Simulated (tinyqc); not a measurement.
Temperature and isotope dependence of a band gap in oscillator models: one step. Two common fits. Three cases, with inputs chosen for the exercise.

Question. Give the falls and the parameters.

E(T) = E0 - sum_i sl_i th_i n_i(T), n = 1/(exp(th/T) - 1). The same coupling lowers the gap at 0 K by the zero-point term ZP = sum_i sl_i th_i/2, so the gap of the static lattice is E0 + ZP. Thermal expansion is taken as part of the slopes.

Two-parameter forms are made to pass through the falls at the two temperatures T12: Varshni aV T^2/(T + bV), from the line T^2/fall = (T + bV)/aV; one oscillator s1 t1/(exp(t1/T) - 1), with t1 from the ratio of the falls.

Case 1.

Values chosen (near those of Ge; shifted at random, so the results belong to these values and not to a real crystal):
- E0 = 0.749 eV (gap at 0 K)
- th = (127, 307) K (temperatures of two oscillators)
- sl = (0.1287, 0.2613) meV/K (their high-temperature slopes)
- T12 = (220, 390) K (temperatures of the fits)

Case 2.

Values chosen (near those of GaAs; shifted at random, so the results belong to these values and not to a real crystal):
- E0 = 1.511 eV (gap at 0 K)
- th = (114, 297) K (temperatures of two oscillators)
- sl = (0.083, 0.405) meV/K (their high-temperature slopes)
- T12 = (190, 460) K (temperatures of the fits)

Case 3.

Values chosen (near those of GaP; shifted at random, so the results belong to these values and not to a real crystal):
- E0 = 2.357 eV (gap at 0 K)
- th = (132, 508) K (temperatures of two oscillators)
- sl = (0.1431, 0.3339) meV/K (their high-temperature slopes)
- T12 = (180, 390) K (temperatures of the fits)

Give: falls; aV; bV; t1; s1; ZP of the one-oscillator fit.

Answer.

Case 1.

falls (meV): 47.3391  109.4694

aV = 0.4632 meV/K
bV = 254 K
t1 = 235.8 K
s1 = 0.3856 meV/K
ZP of the one-oscillator fit = 45.5 meV

The limiting slope of the model is 0.3900 meV/K; Varshni puts it +19 % off and one oscillator -1 %. The ZP of the fit differs from the true one by -2.8 meV.

Case 2.

falls (meV): 43.3824  166.2290

aV = 0.6125 meV/K
bV = 320 K
t1 = 257.0 K
s1 = 0.4841 meV/K
ZP of the one-oscillator fit = 62.2 meV

The limiting slope of the model is 0.4880 meV/K; Varshni puts it +26 % off and one oscillator -1 %. The ZP of the fit differs from the true one by -2.7 meV.

Case 3.

falls (meV): 28.1834  110.2180

aV = 0.9115 meV/K
bV = 868 K
t1 = 325.4 K
s1 = 0.4415 meV/K
ZP of the one-oscillator fit = 71.8 meV

The limiting slope of the model is 0.4770 meV/K; Varshni puts it +91 % off and one oscillator -7 %. The ZP of the fit differs from the true one by -22.4 meV.

Computed by tinyqc, one run a case: `OMP_NUM_THREADS=1 python tinyqc.py N N+1 out.jsonl` with N = 1881025, 1881126, 1881179; one thread of a shared Intel(R) Xeon(R) Processor @ 2.30GHz, about 0.01 s a run at most.
